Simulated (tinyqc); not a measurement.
# Transfer-length model of a contact: effects of single changes

A metal contact of length d and width W on a thin layer of the same width. The metal has no resistance, the sheet resistance under it equals Rsh, and current enters the layer at the front edge x = 0.

Inputs (values chosen for the exercise):
```
symbol,value,unit,meaning
Rsh,53,ohm/sq,sheet resistance of the semiconductor layer
rc,4.9e-6,ohm cm^2,specific contact resistivity
d,2.7,um,contact length
W,110,um,contact width
```

Each table varies one quantity; the others keep the values above.

## Effect of the sheet resistance

Transfer length Lt = sqrt(rc/Rsh); front resistance Rc = (Rsh Lt/W) coth(d/Lt); end resistance Re = (Rsh Lt/W)/sinh(d/Lt).

Effect of the sheet resistance:

| Rsh (ohm/sq) | Lt (um) | d/Lt | Rc W (ohm um) | Re W (ohm um) |
|---|---|---|---|---|
| 2.1 | 15.28 | 0.1768 | 183.4 | 180.5 |
| 6.1 | 8.963 | 0.3013 | 186.9 | 178.8 |
| 17 | 5.369 | 0.5029 | 196.5 | 174.1 |
| 49 | 3.162 | 0.8538 | 223.6 | 161.2 |
| 140 | 1.871 | 1.443 | 292.9 | 131.0 |
| 400 | 1.107 | 2.439 | 449.5 | 77.81 |
| 1100 | 0.6674 | 4.045 | 734.6 | 25.71 |

Rc W rises from 183 to 735 ohm um while Re W falls from 181 to 25.7 ohm um; for Rsh going to zero both tend to rc/d = 181 ohm um. A larger Rsh shortens Lt and crowds the current to the front edge.

## Effect of the contact length

Same model as above.

Results:

| d (um) | d/Lt | Rc W (ohm um) | rc/d (ohm um) | Re/Rc |
|---|---|---|---|---|
| 0.35 | 0.1151 | 1406 | 1400 | 0.9934 |
| 0.59 | 0.1940 | 840.9 | 830.5 | 0.9815 |
| 0.99 | 0.3256 | 512.3 | 494.9 | 0.9492 |
| 1.7 | 0.5591 | 317.7 | 288.2 | 0.8618 |
| 2.8 | 0.9209 | 221.9 | 175.0 | 0.6874 |
| 4.7 | 1.546 | 176.5 | 104.3 | 0.4078 |
| 13 | 4.275 | 161.2 | 37.69 | 0.02781 |

Estimate the missing row, d = 7.9 um.

Computed row:

| d (um) | d/Lt | Rc W (ohm um) | rc/d (ohm um) | Re/Rc |
|---|---|---|---|---|
| 7.9 | 2.598 | 162.9 | 62.03 | 0.1480 |

With this row back in the table: Rc W falls from 1410 to 161 ohm um, as d^(-0.98) between the first two rows. It levels off at sqrt(rc Rsh) = 161 ohm um and, among the rows, is within 5 % of that from d = 7.9 um on (Lt = 3.04 um): metal beyond two transfer lengths lowers Rc by less than 4 %.

tinyqc, about 0.01 s, one thread, Intel Xeon 2.30GHz (shared host): `OMP_NUM_THREADS=1 python tinyqc.py 2760066 2760067 out.jsonl`
